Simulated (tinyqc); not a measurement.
# Square on-chip spiral inductor, lumped pi model: effects of single changes

Outer diameter do = di + 2 n wd + 2 (n - 1) sp, mean da = (do + di)/2, fill p = (do - di)/(do + di), length l = 4 n da. L = 2.34 mu0 n^2 da/(1 + 2.75 p), mu0 = 4 pi 1e-7 H/m. Rs = rho l/(wd delta (1 - exp(-th/delta))), delta = sqrt(rho/(pi f mu0)). Cs = n wd^2 eps0 eo/hu across the coil. At each end Cox = l wd eps0 eo/(2 ho) leads to the substrate branch Rsi = 2 rs he/(l wd) in parallel with Csi = l wd eps0 11.7/(2 he). With one end grounded Y = 1/(Rs + i w L) + i w Cs + 1/[1/(i w Cox) + 1/(1/Rsi + i w Csi)], w = 2 pi f; Q = -Im Y/Re Y. Eddy currents in neighbouring turns and in the substrate are left out.

Parameters, values chosen for the exercise; values of the order met in silicon radio-frequency processes:

| symbol | value | unit | meaning |
|---|---|---|---|
| n | 1.5 |  | number of turns |
| wd | 8 | um | line width |
| sp | 2 | um | space between turns |
| di | 140 | um | inner diameter |
| th | 4 | um | metal thickness |
| rho | 2.2 | uohm cm | metal resistivity |
| ho | 3.8 | um | oxide below the coil |
| hu | 1 | um | oxide between coil and underpass |
| eo | 3.9 |  | relative permittivity of the oxide |
| rs | 1 | ohm cm | substrate resistivity |
| he | 30 | um | effective spreading depth in the substrate |
| f | 10 | GHz | frequency |

Constants: eps0 = 8.8541878128e-12 F/m. Results are converted to the units shown.

Each table varies one quantity; the others keep the values above.

## Quality factor against frequency

Apparent inductance Im(1/Y)/w; share of the loss Re(substrate branch)/Re Y.

Results:

| f (GHz) | Rs (ohm) | w L/Rs | Q | apparent inductance (nH) | loss in the substrate (%) |
|---|---|---|---|---|---|
| 0.56 | 1.114 | 2.593 | 2.591 | 0.8208 | 9.682e-4 |
| 1.5 | 1.498 | 5.163 | 5.147 | 0.8226 | 0.03342 |
| 2.4 | 1.786 | 6.928 | 6.867 | 0.8260 | 0.1801 |
| 4 | 2.214 | 9.317 | 9.039 | 0.8359 | 1.095 |
| 6.5 | 2.763 | 12.13 | 10.87 | 0.8621 | 5.719 |
| 11 | 3.560 | 15.93 | 10.03 | 0.9466 | 26.96 |
| 17 | 4.413 | 19.86 | 5.333 | 1.156 | 60.93 |
| 29 | 5.760 | 25.96 | 0.6068 | 1.053 | 88.87 |

Estimate the missing row, f = 0.91 GHz.

Computed row:

| f (GHz) | Rs (ohm) | w L/Rs | Q | apparent inductance (nH) | loss in the substrate (%) |
|---|---|---|---|---|---|
| 0.91 | 1.273 | 3.686 | 3.681 | 0.8213 | 0.005518 |

With this row back in the table: Q goes from 2.59 through a maximum of 10.9 (at f = 6.5 GHz among the rows listed) to 0.607; the exact peak is 11.1 at 7.90 GHz and Q reaches zero at the self-resonance, 33.6 GHz. The share of the substrate rises from 9.68e-4 to 88.9 %, and the apparent inductance ends at 1.28 times L. At the peak the substrate takes 10.6 % of the loss. For f = 29 the coil is longer than 0.15 of a wavelength in the oxide, where one lumped section is rough.

## Effect of the substrate resistivity

Same model as above.

Peak Q and its frequency from a search over f; self-resonance where Im Y = 0; Q at the given f (negative beyond resonance).

The same in every row: L (nH) = 0.8205; do (um) = 166.0.

Effect of the substrate resistivity:

| rs (ohm cm) | peak Q | f of the peak (GHz) | self-resonance (GHz) | Q at f |
|---|---|---|---|---|
| 0.1 | 13.12 | 11.35 | 29.03 | 13.00 |
| 1 | 11.13 | 7.900 | 33.58 | 10.59 |
| 3 | 10.05 | 6.620 | 45.99 | 8.804 |
| 10 | 10.17 | 8.408 | 49.32 | 10.06 |
| 30 | 12.96 | 14.05 | 49.63 | 12.47 |
| 100 | 15.83 | 18.70 | 49.66 | 13.86 |
| 1000 | 17.87 | 21.80 | 49.67 | 14.48 |
| 10000 | 18.14 | 22.19 | 49.67 | 14.55 |

Read the table: what changes, and by how much?

As rs goes from 0.1 to 10000, L stays at 0.821 nH, the peak Q goes from 13.1 through a minimum of 10.0 (at rs = 3 among the rows listed) to 18.1, its frequency goes from 11.3 through a minimum of 6.62 (at rs = 3 among the rows listed) to 22.2 GHz and the self-resonance rises from 29.0 to 49.7 GHz. In this model both a very low and a very high resistivity dissipate little: the first shorts the branch to a pure Cox, the second blocks the current. For rs = 0.1, 1 eddy currents in the substrate, left out, would lower Q markedly.

Computed by the program tinyqc: `OMP_NUM_THREADS=1 python tinyqc.py 2302180 2302181 out.jsonl`, one thread of a shared Intel Xeon 2.30GHz, about 0.01 s for the whole run.
